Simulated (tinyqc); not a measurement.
Growth of a silicide layer between metal and silicon: linear-parabolic kinetics, ramp anneals and Kissinger analysis. Changing the metal thickness h. Computed by tinyqc, a small Python program. Command: `OMP_NUM_THREADS=1 python tinyqc.py 3001209 3001210 out.jsonl silicide sweep`. One thread of a shared host (Intel(R) Xeon(R) Processor @ 2.30GHz), about 0.1 s of CPU time with the checks.

One compound layer of thickness x grows by diffusion through itself and reaction at an interface, dx/dt = 1/(2x/K + 1/v), until the metal is used up at x = a h.

Inputs (values chosen for the exercise, modelled on CoSi2):
```
quantity                                  value          unit
silicide formed per metal thickness a      3.52             -
silicon consumed per metal thickness b     3.64             -
prefactor of the parabolic constant K   4.2e+14        nm^2/s
activation energy E of K                    2.3            eV
prefactor of the interface velocity v   1.7e+15          nm/s
activation energy E_v                      2.53            eV
temperature T                               640             C
time t                                       34             s
ramp rate beta                              0.5           C/s
silicide resistivity                         18  micro-ohm cm
junction depth x_j                           45            nm
```

Constants: k_B = 8.617333262e-05 eV/K.

Method:
- The silicide ends at the thickness a h.
- Silicon consumed b h, sheet resistance rho/(final thickness) with 1 micro-ohm cm/nm = 10 ohm; margin to the junction x_j - b h.
- K = K0 exp(-E/(k_B T)), v = v0 exp(-E_v/(k_B T)).
- Temperatures in kelvin are T(C) + 273.15.
- x^2/K + x/v = t, so x = (K/(2v)) [sqrt(1 + 4 v^2 t/K) - 1], capped at a h; completion time t_c = (a h)^2/K + a h/v, a h being the final thickness; crossover thickness K/v.
- Ramp from x = 0 at 100 C at the rate beta: dx/dT = (1/beta)/(2x/K + 1/v), integrated adaptively (tolerance 1e-9) until x = a h at T_f.

One run for each value; columns: (1) metal thickness h (nm); (2) completion time (s); (3) completion temperature T_f (C); (4) sheet resistance (ohm/square); (5) silicon consumed (nm):
```
(1)           (2)     (3)     (4)      (5)
1.0    3.3612e-01  517.54  51.136    3.640
1.9    8.8796e-01  536.75  26.914    6.916
3.8    2.8287e+00  561.85  13.457   13.832
7.3    9.1596e+00  590.07   7.005   26.572
14.0   3.1244e+01  622.53   3.653   50.960
27.0   1.1144e+02  659.40   1.894   98.280
53.0   4.1967e+02  701.44   0.965  192.920
100.0  1.4772e+03  745.03   0.511  364.000
200.0  5.8706e+03  797.42   0.256  728.000
```

What does the table show, and why?

Over the rows, completion time (s) rises from 0.336 to 5870 (exponent d ln y / d ln x 1.5 between the first rows and 2.0 between the last); completion temperature T_f (C) rises from 518 to 797; sheet resistance (ohm/square) falls from 51.1 to 0.256 (exponent d ln y / d ln x about -1.0 throughout). At the high end the exponent of completion time is 1.99, close to 2: diffusion control. The exponent of sheet resistance stays at -1: R_s = rho/(a h). A thicker film lowers R_s but eats further into the junction.

Caution (rows 1.00, 1.90, 3.80): so thin a film has a resistivity above the bulk value and tends to agglomerate. Caution (all rows): a disilicide really forms through metal-rich phases and by nucleation, not as one layer from the metal.

Extremes, crossings and ranges named in words are read from the listed rows.
